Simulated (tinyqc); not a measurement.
## Counting rate against photon rate

True rate n = nph PDP (dark counts neglected); measured n/(1 + n td) for a non-paralysable detector, n exp(-n td) for a paralysable one.

Parameters, values chosen for the exercise:
```
symbol  value  unit    meaning
td         50    ns  dead time
```

PDP = 0.27

Counting rate against photon rate:
```
nph (1/s)	n td	non-paralysable (1/s)	paralysable (1/s)
7.4e5	0.009990	1.978e5	1.978e5
1.7e6	0.02295	4.487e5	4.486e5
3.9e6	0.05265	1.000e6	9.990e5
9.1e6	0.1229	2.188e6	2.173e6
2.1e7	0.2835	4.418e6	4.270e6
4.8e7	0.6480	7.864e6	6.779e6
1.1e8	1.485	1.195e7	6.727e6
2.6e8	3.510	1.557e7	2.099e6
5.9e8	7.965	1.777e7	5.534e4
```

What does the table show?

The non-paralysable rate climbs towards 1/td = 2.00e7 1/s and reaches 0.888 of it. The paralysable rate goes from 1.98e5 through a maximum of 6.78e6 (at nph = 4.8e7 1/s among the rows listed) to 55300 1/s; its true maximum, 1/(e td) = 7.36e6 1/s, lies at n td = 1, so a measured rate below that has two possible causes.

Numbers from tinyqc (`OMP_NUM_THREADS=1 python tinyqc.py 2630122 2630123 out.jsonl`; about 0.01 s on one thread of a shared Intel Xeon 2.30GHz).
